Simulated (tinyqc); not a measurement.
Channel length: inversion-layer mobility, back-scattering and ballistic limit of a field-effect transistor. Computed by tinyqc, a small Python program. Command: `OMP_NUM_THREADS=1 python tinyqc.py 3025627 3025628 out.jsonl mos walk`. One thread of a shared host (Intel(R) Xeon(R) Processor @ 2.30GHz), about 0.01 s of CPU time with the checks.

The charge at the top of the source barrier is fixed by the gate; series resistance and short-channel effects are left out. F_j are Fermi integrals normalised to exp(eta) in the classical limit.

Inputs (values chosen for the exercise, modelled on a 4H-SiC n-channel):
```
quantity                                       value        unit
transport mass m                                 0.3         m_0
valley degeneracy g_v                              3           -
weight w of the inversion charge                 0.5           -
permittivity eps                                 9.7           -
phonon mobility at 1 MV/cm and 300 K, mu_ph       82  cm^2/(V s)
roughness mobility at 1 MV/cm, mu_sr              61  cm^2/(V s)
Coulomb mobility at N_inv = 1e12/cm^2, mu_C       40  cm^2/(V s)
electrical oxide thickness t_inv                 1.6          nm
depletion charge N_dep                       1.5e+11      1/cm^2
gate overdrive V_G - V_T                       0.087           V
drain voltage V_D                               0.05           V
exponent a of the critical length               0.65           -
temperature T                                    300           K
```

Statistics at the top of the barrier: non-degenerate.

Constants: eps_0 = 8.8541878128e-12 F/m; e = 1.602176634e-19 C; m_0 = 9.1093837015e-31 kg; k_B = 1.380649e-23 J/K; hbar = 1.054571817e-34 J s; k_B = 8.617333262e-05 eV/K.

Method:
- N_inv = 3.9 eps_0 (V_G - V_T)/(e t_inv); effective field E_eff = e (N_dep + w N_inv)/(eps eps_0).
- mu_phonon = mu_ph (E_eff/1 MV/cm)^(-0.3) (T/300 K)^(-1.75); mu_rough = mu_sr (E_eff/1 MV/cm)^(-2); mu_Coulomb = mu_C (N_inv/1e12 cm^-2) (T/300 K); Matthiessen's rule adds 1/mu.
- Non-degenerate: every F_j(eta) is replaced by exp(eta).
- Ballistic channel: N_2D = g_v m k_B T/(pi hbar^2), U = e V_D/(k_B T); eta_F solves N_inv = (N_2D/2)[F_0(eta_F) + F_0(eta_F - U)]; v_T = sqrt(2 k_B T/(pi m)); I/W = e (N_2D/2) v_T [F_1/2(eta_F) - F_1/2(eta_F - U)]; injection velocity v_T F_1/2(eta_F)/F_0(eta_F).
- Mean free path lambda = (2 k_B T/e)(mu/v_T) F_0(eta_0)/F_-1/2(eta_0), with eta_0 from N_inv = N_2D F_0(eta_0); critical length l = L (1 + U)^(-a), an empirical rule; back-scattering r = l/(l + lambda). Then eta solves N_inv = (N_2D/2)[(1 + r) F_0(eta) + (1 - r) F_0(eta - U)] and I/W = e (N_2D/2) v_T (1 - r)[F_1/2(eta) - F_1/2(eta - U)].
- The last column is the long-channel law e N_inv mu V/L with V = V_D - V_D^2/(2 V_ov) below pinch-off and V_ov/2 above, V_ov = V_G - V_T.

inversion density N_inv = 1.17193e+12 1/cm^2

effective mobility mu = 35.2572 cm^2/(V s)

ballistic current I/W = 137.849 microampere/micrometre

Currents (microampere/micrometre):
```
L (nm)        r     I/W  ballistic ratio  long-channel law
5       0.57235  41.288          0.29952            47.177
10      0.72802  24.280          0.17614            23.589
20      0.84261  13.313          0.09657            11.794
40      0.91458   6.994          0.05074             5.897
80      0.95539   3.588          0.02603             2.949
160     0.97718   1.818          0.01319             1.474
400     0.99075   0.733          0.00532             0.590
1000    0.99628   0.294          0.00213             0.236
```

What follows from these numbers?

The current scales as L^-1.00 at the long end and as L^-0.77 at the short end, where it reaches 30 % of the ballistic 138. At 1000 nm the model gives 1.25 times the long-channel law; the rule for l is a fit for short devices and fails wherever the model exceeds that law. Raising mu by 10 % at 20 nm raises I by 8.9 %.
